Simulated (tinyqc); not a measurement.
Inside a calculation. Model: decay of LO phonons and the hot-phonon bottleneck in the cooling of electrons. Computed by tinyqc, a small Python program that keeps every step. Command: `OMP_NUM_THREADS=1 python tinyqc.py 3028773 3028774 out.jsonl hotphonon walk`. One thread of a shared host (Intel(R) Xeon(R) Processor @ 2.30GHz), about 0.01 s of CPU time with the checks. Intermediate numbers are printed to about 6 digits and carried at full precision; extremes and crossings named in words are read from the listed rows.

n(E, T) = 1/(exp(E/(k_B T)) - 1) is the Bose occupation. Electrons have a temperature T_e; the LO modes within their reach share one occupation N; the decay products stay at the lattice temperature.

Inputs (values chosen for the exercise, modelled on zinc oxide):
```
quantity,value,unit
LO energy hbar omega,70.4,meV
"lifetime at T = 0, tau_0",1.6,ps
share f of the energy in the softer product,0.22,-
lattice temperature T,400,K
electron mass m*,0.274,m_0
eps_inf,3.71,-
static dielectric constant eps_s,8.41,-
electron density n,1.4e+18,1/cm^3
"density of LO modes that the electrons reach, N_m",8.9e+19,1/cm^3
power supplied per electron P,1.1,nW
step factor,1,-
```

Decay channel: two unequal phonons (Ridley).

Constants: k_B = 8.617333262e-05 eV/K; c = 299792458 m/s; e^2/(4 pi eps_0) = 14.39964548 eV angstrom; hbar^2/(2 m_0) = 3.80998212 eV angstrom^2; hbar = 6.582119569e-16 eV s; e = 1.602176634e-19 C; k_B = 1.380649e-23 J/K.

## Lifetime and Raman width

Decay rate 1/tau = (1/tau_0) [1 + n(f hbar omega) + n((1 - f) hbar omega)]. Full width Gamma = 1/(2 pi c tau) in 1/cm, c in cm/s.

thermal factor tau_0/tau = 3.01805

phonon lifetime tau = 0.530144 ps

Raman width Gamma = 10.0140 1/cm

equilibrium LO occupation N_0 = 0.149052

Stimulated decay shortens the lifetime by 67 %.

## Spontaneous emission time

Froehlich coupling alpha = (e^2/(4 pi eps_0)) (1/eps_inf - 1/eps_s) k_0/(2 hbar omega), k_0 = sqrt(m* hbar omega/(hbar^2/(2 m_0))); emission time tau_sp = hbar/(2 alpha hbar omega); bottleneck ratio r = (n/N_m) tau/tau_sp.

alpha = 1.09617

emission time tau_sp = 4.26467 fs

bottleneck ratio r = 1.95545

r compares the rate at which electrons exchange quanta with a mode to its decay rate. Exchange outruns decay, so a hot population builds up if the power is high enough. Caution: alpha is above 1/2, so hbar/tau_sp exceeds hbar omega and the emission time, a weak-coupling result, is only rough.

## Electron and phonon temperatures in closed form

Net emission per electron: [(N + 1) x - N]/tau_sp with x = exp(-hbar omega/(k_B T_e)), a simple two-level balance; steady state of the modes: n [(N + 1) x - N]/tau_sp = N_m (N - N_0)/tau; power per electron P = hbar omega [(N + 1) x - N]/tau_sp. With p = P tau_sp/(hbar omega): N = N_0 + r p and x = (p + N)/(N + 1); without hot phonons N = N_0. The mode temperature T_LO solves n(hbar omega, T_LO) = N.

reduced power p = 4.15906e-04

LO occupation N = 0.149866

electron temperature T_e = 401.475 K

T_e without hot phonons = 400.546 K

mode temperature T_LO = 400.929 K

Hot phonons raise T_e by 1 K. T_LO lies between the lattice and the electrons.

## The same balance by iteration

Eliminating N gives P(T_e) = (hbar omega/tau_sp) [(N_0 + 1) x - N_0]/[1 + r (1 - x)]. Newton steps on ln P against ln T_e, times the step factor, each limited to 0.7 in ln T_e and to keeping a fifth of T_e - T; start at 1.5 T; stop when |ln(P/P(T_e))| < 1e-9 or after 40 steps.

Iterations:
```
step,T_e (K),P(T_e) (nW),ln(P/P(T_e))
0,600.000,156.677,-4.95887e+00
1,440.000,30.351,-3.31752e+00
2,408.000,5.985,-1.69391e+00
3,401.600,1.193,-8.11871e-02
4,401.470,1.096,3.46522e-03
5,401.475,1.100,5.96751e-06
6,401.475,1.100,3.24321e-11
```

converged (1 yes, 0 no) = 1

T_e from the iteration = 401.475 K

Converged at step 6.

## Energy relaxation with and without hot phonons

P(T_e) = (hbar omega/tau_sp) [(N_0 + 1) x - N_0]/[1 + r (1 - x)], and r = 0 without hot phonons; energy relaxation time tau_E = (3/2) k_B (T_e - T)/P.

Cooling:
```
T_e (K),"P, cold phonons (nW)","P, hot phonons (nW)",ratio,tau_E (ps),N
430,60.3723,22.6713,2.66294,0.0274044,0.165814
480,159.859,61.5094,2.59893,0.0269354,0.194529
550,293.873,116.955,2.51270,0.0265612,0.235523
700,551.757,235.113,2.34677,0.0264252,0.322883
900,831.850,383.952,2.16654,0.0269691,0.432927
1200,1144.18,582.112,1.96557,0.0284615,0.579436
1700,1485.23,850.585,1.74613,0.0316519,0.777931
2400,1768.02,1130.32,1.56417,0.0366439,0.984754
```

Reabsorption cuts the loss by a factor 2.66 at the lowest T_e and 1.56 at the highest; the factor is 1 + r (1 - x) with r = 1.96. tau_E runs from 0.027 to 0.037 ps, with its shortest value, 0.026 ps, at T_e = 700 K, against tau_sp = 4.3 fs and a phonon lifetime of 0.53 ps. Pauli blocking is left out, as are upper valleys and non-parabolic bands, which can matter above about 1000 K.

Checks made by the program: iteration against the closed form (relative difference below 1e-10).
